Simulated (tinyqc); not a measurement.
Valley-orbit splitting of a donor ground state, with strain: one step, computed by the program tinyqc. Command: `OMP_NUM_THREADS=1 python tinyqc.py 3000221 3000222 out.jsonl valleyorbit walk`. One thread of a shared host (Intel(R) Xeon(R) Processor @ 2.30GHz), about 0.01 s of CPU time with the checks.

The basis is the 1s envelope in each valley; energies are counted from the unstrained conduction-band edge. The strain is e_s (a a^T - 1/3) for the unit stress axis a, so valley j along n_j moves by Xi_u e_s w_j with w_j = (n_j.a)^2 - 1/3: +2/3 for [111], -2/9 for the others.

Question. Levels without strain. By symmetry: E(A1) = E_0 + Lambda + 3 Delta_1 (one state), E(T2) = E_0 + Lambda - Delta_1 (three), as binding energies.

Inputs (values chosen for the exercise, modelled on donors in germanium): single-valley binding energy E_0 = 9.54 meV; central-cell shift Lambda = 0.72 meV; coupling Delta_1 = 0.5 meV.

Valleys: four along <111>. Stress axis: [111].

Give: E(A1); E(T2).

Answer.

E(A1) = 11.76 meV

E(T2) = 9.76 meV

Only A1 has all valley amplitudes in phase, so only it has weight at the nucleus.
